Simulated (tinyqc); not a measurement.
Along the channel and with depth: stress in a transistor channel from embedded alloy regions, liners and fins, by half-space elasticity. Computed by tinyqc, a small Python program. Command: `OMP_NUM_THREADS=1 python tinyqc.py 3030132 3030133 out.jsonl stressor walk`. One thread of a shared host (Intel(R) Xeon(R) Processor @ 2.30GHz), about 0.01 s of CPU time with the checks.

Plane strain in an isotropic half-space, the same constants everywhere; x along the channel from its centre, y downwards from the free surface; stress is positive in tension.

Inputs (values chosen for the exercise, modelled on silicon): alloy fraction x = 0.49; lattice change per unit x, beta = 0.0423; Young's modulus E = 160 GPa; Poisson ratio nu = 0.25; channel length L = 32 nm; length of each stressor S = 185 nm; recess depth d = 75 nm; depth of the field point y = 5.7 nm.

Stressor: Si(1-x)Ge(x) source and drain.

Method. Misfit e = beta x. A fully constrained inclusion holds the stress -p with p = E e/(1 - 2 nu); a blanket film would hold -E e/(1 - nu) in the plane. A line element dA of misfit at (a, c) in the half-space gives, with C = E e/(2 pi (1 - nu)), X = x - a, r1^2 = X^2 + (y - c)^2, r2^2 = X^2 + Y^2, Y = y + c: s_xx = -C dA {[X^2 - (y - c)^2]/r1^4 + 3 [X^2 - Y^2]/r2^4 + 4 y Y (Y^2 - 3 X^2)/r2^6}, s_yy = C dA {[X^2 - (y - c)^2]/r1^4 - [X^2 - Y^2]/r2^4 + 4 y Y (Y^2 - 3 X^2)/r2^6}. These are integrated over two rectangles, L/2 < |a| < L/2 + S, 0 < c < d (closed form in a, 200 Gauss-Legendre points in c).

misfit e = 0.020727

Stress (MPa):
```
2x/L  s_xx at y  s_yy at y  s_xx at d/2  s_xx at 1.5 d
0.0     -3893.8      68.80      -1720.2         759.89
0.2     -3845.4      84.17      -1731.9         762.31
0.4     -3693.1     146.16      -1766.1         769.43
0.6     -3428.4     330.64      -1820.2         780.81
0.8     -3132.4     893.18      -1890.1         795.79
```

What does the comparison show, and why?

Near the surface s_xx changes by -20 % from the centre to 2x/L = 0.8. At the centre, s_xx at half the recess depth is 0.44 of its value at y, and below the recess -0.20. An element acts with the sign of X^2 - (y - c)^2, so its direct term reverses where the offset in depth exceeds the lateral distance, and the image terms that amplify the stress near the surface fade with depth. Caution: at such misfit the regions may relax by dislocations, and linear elasticity is rough.
